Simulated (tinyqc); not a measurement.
## Memristor with linear dopant drift, Biolek window: effect of the doped share at t = 0 on the first half period

A film of thickness D has a doped share x: R = Ron x + Roff (1 - x), i = v/R, dx/dt = k i F with k = mv Ron/D^2 and F = 1 - x^(2 p) for i >= 0 and 1 - (x - 1)^(2 p) for i < 0. The drive is v = V0 sin(2 pi f t). The model has no threshold and no heating.

The equation is integrated to convergence over the first half period; the lobe area is the integral of i dv, down branch less up branch.

Parameters, values chosen for the exercise:
```
symbol,value,unit,meaning
Ron,200,ohm,resistance of the fully doped film
Roff,40000,ohm,resistance of the undoped film
D,8,nm,film thickness
mv,2.2e-14,m^2/(V s),dopant mobility
V0,1.2,V,amplitude
p,3,,window exponent
f,9.6,Hz,frequency
```

Result of one run:
```
x0,x at half period,R0/R(half period),peak i (uA),lobe area (uW)
0.02,0.09244,1.079,31.78,0.9704
```

What becomes of these results when the doped share at t = 0 x0 is changed from 0.02 to 0.35, all else the same?

Result of the changed run:
```
x0,x at half period,R0/R(half period),peak i (uA),lobe area (uW)
0.35,0.4644,1.212,50.44,3.862
```

The whole series:
```
x0,x at half period,R0/R(half period),peak i (uA),lobe area (uW)
0.02,0.09244,1.079,31.78,0.9704
0.1,0.1794,1.096,34.84,1.279
0.18,0.2680,1.119,38.60,1.740
0.27,0.3702,1.158,44.02,2.577
0.35,0.4644,1.212,50.44,3.862
0.43,0.5630,1.301,59.34,6.214
```

As x0 goes from 0.02 to 0.43, x at half period rises from 0.0924 to 0.563, the resistance ratio rises from 1.08 to 1.30 and the lobe area rises from 0.970 to 6.21 uW.

Numbers from tinyqc (`OMP_NUM_THREADS=1 python tinyqc.py 2880002 2880003 out.jsonl`; about 0.1 s on one thread of a shared Intel Xeon 2.30GHz).
